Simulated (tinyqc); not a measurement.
Coherent transport through a tight-binding region between two chains, step by step. Computed by tinyqc, a small Python program that keeps every step. Settings: temperature = 4, mu = -0.29. Command: `OMP_NUM_THREADS=1 python tinyqc.py 29284 29285 out.jsonl` (the two numbers bound the seeds that draw the settings). One thread of a shared host (Intel(R) Xeon(R) Processor @ 2.60GHz), about 0.07 s of CPU time with the checks.

## Transmission at E = -0.62 eV

H of the central region (eV):
$$\begin{pmatrix}
-0.4200 & -0.6200 \\
-0.6200 & 0.5800
\end{pmatrix}$$

Leads: semi-infinite chains with site energy 0:
```
parameter                           value
lead hopping t (eV)              1.600000
coupling to the left lead (eV)   1.080000
coupling to the right lead (eV)  0.820000
left contact site                       1
right contact site                      2
```

E = -0.6200 eV

Surface Green function g = (E - i sqrt(4 t^2 - E^2)) / (2 t^2); self-energy tc^2 g on each contact site; G = (E - H - Sigma)^(-1); Gamma = -2 Im Sigma; T = Gamma_L Gamma_R |G_LR|^2; local density of states -Im G_ii / pi.

g = -0.1211-0.6132i 1/eV

G (1/eV):
$$\begin{pmatrix}
0.3282-1.1128i & 0.3603-0.4840i \\
0.3603-0.4840i & -0.5242-0.4615i
\end{pmatrix}$$

local density of states (1/eV): [0.3542, 0.1469]

transmission = 0.4294

## Transmission across the band

The same steps on a grid of energies.

T(E):
```
E (eV)          T
-3.040000  0.0013
-2.736000  0.0056
-2.432000  0.0138
-2.128000  0.0300
-1.824000  0.0626
-1.520000  0.1257
-1.216000  0.2310
-0.912000  0.3524
-0.608000  0.4315
-0.304000  0.4672
0.000000   0.5045
0.304000   0.5815
0.608000   0.7143
0.912000   0.7956
1.216000   0.5586
1.520000   0.2525
1.824000   0.1035
2.128000   0.0435
2.432000   0.0183
2.736000   0.0070
3.040000   0.0016
```

levels of the isolated region (eV): [-0.7165, 0.8765]

## Current

I = (2e/h) int T(E) [f(E - mu - V/2) - f(E - mu + V/2)] dE at 4 K with mu = -0.29 eV, the bias not changing H; 2e^2/h = 77.48092 microsiemens; the integral runs over the band on 4001 points.

Current:
```
V (volt)  I (microampere)
0.0100             0.3613
0.0500             1.8168
0.1000             3.6278
0.2000             7.2620
0.4000            14.5296
0.8000            29.1047
```
